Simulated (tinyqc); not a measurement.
# Metal-interlayer-semiconductor contact, depinning against tunnelling resistance: contact resistivity against the conduction-band offset of the interlayer above the semiconductor

Zero bias, n-type semiconductor. Gap states at the semiconductor surface thin out as exp(-be ti), which unpins the barrier; electrons must then cross the interlayer (a rectangular barrier, no voltage drop across it) and the parabolic depleted layer, both by WKB. Energies E are counted from the Fermi level; no image force, parabolic bands.

S = 1/(1 + (1/S0 - 1) exp(-be ti)); phiB = S (phiM - chi) + (1 - S)(Eg - E0); xi = Ec - EF deep inside, from Nd = Nc F(-xi/Vt), F(x) = (2/sqrt(pi)) int_0^infinity sqrt(u) du/(1 + exp(u - x)); band bending U = phiB - xi; E00 = (hbar/2) sqrt(Nd/(eps0 eps_r mt m0)) in volts; A = 4 pi q mA m0 kB^2/h^3. With U = phiB - xi: for xi < E < phiB, y = (E - xi)/U and G1 = (U/E00) [sqrt(1 - y) - y ln((1 + sqrt(1 - y))/sqrt(y))], G1 = 0 above phiB; G2 = 2 ti sqrt(mi max(phiB + dE - E, 0)/C), C = hbar^2/(2 m0); f = 1/(1 + exp(E/Vt)); 1/rho_c = (A T^2/Vt^2) times the integral of exp(-G1 - G2) f over E from xi upwards. Shares under 0.001 % are printed as 0; rows without band bending are left out.

Parameters, values chosen for the exercise; semiconductor values close to those of silicon; interlayer mass of the order of that in silicon nitride, offset chosen freely:
- T = 250 K (temperature)
- Eg = 1.14 eV (band gap)
- eps_r = 11.6 (relative permittivity)
- chi = 4 eV (electron affinity)
- Nc = 2.13e19 cm^-3 (conduction-band density of states at T)
- mt = 0.193 m0 (tunnelling mass in the semiconductor)
- mA = 2.09 m0 (Richardson mass)
- Nd = 1.4e18 cm^-3 (donor density)
- E0 = 0.35 eV (charge-neutrality level above the valence band)
- S0 = 0.27 (pinning factor without interlayer)
- phiM = 4.48 eV (metal work function)
- ti = 0.7 nm (interlayer thickness)
- mi = 0.44 m0 (tunnelling mass in the interlayer)
- be = 4.8 1/nm (decay constant of gap states through the interlayer)

Constants: q = 1.602176634e-19 C, kB = 1.380649e-23 J/K, eps0 = 8.8541878128e-12 F/m, hbar = 1.054571817e-34 J s, h = 6.62607015e-34 J s, m0 = 9.1093837015e-31 kg, Vt = kB T/q, hbar^2/(2 m0) = 0.0380998212 eV nm^2. Results are converted to the units shown.

The same in every row: S = 0.914; phiB (eV) = 0.507; E00/Vt = 0.682; rho_c with G2 = 0 (ohm cm^2) = 0.183.

Result of one run:
```
rho_c (ohm cm^2)	peak of the integrand (eV)	share above phiB (%)
424	0.357	1.06
```

Which conduction-band offset of the interlayer above the semiconductor dE gave this result: 0, 2, 2.5 or 3 eV?

dE = 2.5 eV.

The whole series:
```
dE (eV)	rho_c (ohm cm^2)	peak of the integrand (eV)	share above phiB (%)
0	1.01	0.383	4.51
0.5	8.44	0.364	1.41
1	30.1	0.360	1.22
1.5	82.8	0.359	1.14
2	197	0.357	1.09
2.5	424	0.357	1.06
3	854	0.356	1.04
```

As dE goes from 0 to 3, phiB stays at 0.507 eV and rho_c rises from 1.01 to 854 ohm cm^2. The ratio of rho_c to its value with G2 = 0 runs from 5.53 to 4670.

Numbers from tinyqc (`OMP_NUM_THREADS=1 python tinyqc.py 2270167 2270168 out.jsonl`; about 0.04 s on one thread of a shared Intel Xeon 2.30GHz).
